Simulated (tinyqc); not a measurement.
Changing the compound yield Y_c: Berg model of reactive sputtering of a nitride or oxide: poisoning, hysteresis and pumping speed. Computed by tinyqc, a small Python program. Command: `OMP_NUM_THREADS=1 python tinyqc.py 3027325 3027326 out.jsonl berg sweep`. One thread of a shared host (Intel(R) Xeon(R) Processor @ 2.30GHz), about 0.02 s of CPU time with the checks.

A diatomic gas reacts with bare metal on the target and on the collecting surfaces; ions remove metal and compound from the target. theta_t and theta_c are the compound fractions.

Inputs (values chosen for the exercise, close to those used for tantalum nitride):

| quantity | value | unit |
|---|---|---|
| ion current density J | 14 | mA/cm^2 |
| target area A_t | 87 | cm^2 |
| collecting area A_c | 1000 | cm^2 |
| metal yield Y_m | 0.57 | - |
| sticking coefficient alpha | 0.33 | - |
| reactive atoms per metal atom z | 1 | - |
| gas mass M | 28 | u |
| pumping speed S | 710 | l/s |
| gas temperature T | 300 | K |
| reactive partial pressure P | 0.0036 | Pa |

Constants: e = 1.602176634e-19 C; u = 1.6605390666e-27 kg; k_B = 1.380649e-23 J/K.

Method. Ion flux j = J/e; gas flux F = P/sqrt(2 pi M k_B T). Target: (2/z) alpha F (1 - theta_t) = j Y_c theta_t. Sputtered flows F_c = j Y_c theta_t A_t, F_m = j Y_m (1 - theta_t) A_t. Collector: (2/z) alpha F (1 - theta_c) A_c + F_c (1 - theta_c) = F_m theta_c. Gas use Q = alpha F [(1 - theta_t) A_t + (1 - theta_c) A_c] + P S/(k_B T); 1 sccm = 4.4780e17 molecules/s. Rate R = F_m + F_c, given relative to j Y_m A_t. P is a single-valued function of the flow Q only if dQ/dP > 0 everywhere: S must exceed k_B T times the steepest fall of the surface terms with P.

One run for each value:

| compound yield Y_c | critical pumping speed (l/s) | rate relative to clean metal | theta_t | pressure of the steepest fall (Pa) |
|---|---|---|---|---|
| 0.017 | 283.9 | 0.2031 | 0.8214 | 0.00252 |
| 0.026 | 249.2 | 0.2838 | 0.7504 | 0.00319 |
| 0.040 | 211.0 | 0.3849 | 0.6615 | 0.00409 |
| 0.062 | 170.1 | 0.5030 | 0.5577 | 0.00533 |
| 0.095 | 129.3 | 0.6238 | 0.4514 | 0.00704 |
| 0.150 | 86.3 | 0.7476 | 0.3426 | 0.00980 |
| 0.220 | 52.6 | 0.8390 | 0.2622 | 0.01363 |
| 0.340 | 19.7 | 0.9246 | 0.1869 | 0.02284 |

Over the rows, critical pumping speed (l/s) falls from 284 to 19.7 (exponent d ln y / d ln x -0.31 between the first rows and -2.3 between the last); rate relative to clean metal rises from 0.203 to 0.925 (exponent d ln y / d ln x 0.79 between the first rows and 0.22 between the last); theta_t falls from 0.821 to 0.187 (exponent d ln y / d ln x -0.21 between the first rows and -0.78 between the last). The closer Y_c comes to Y_m, the less poisoning changes the metal supply.
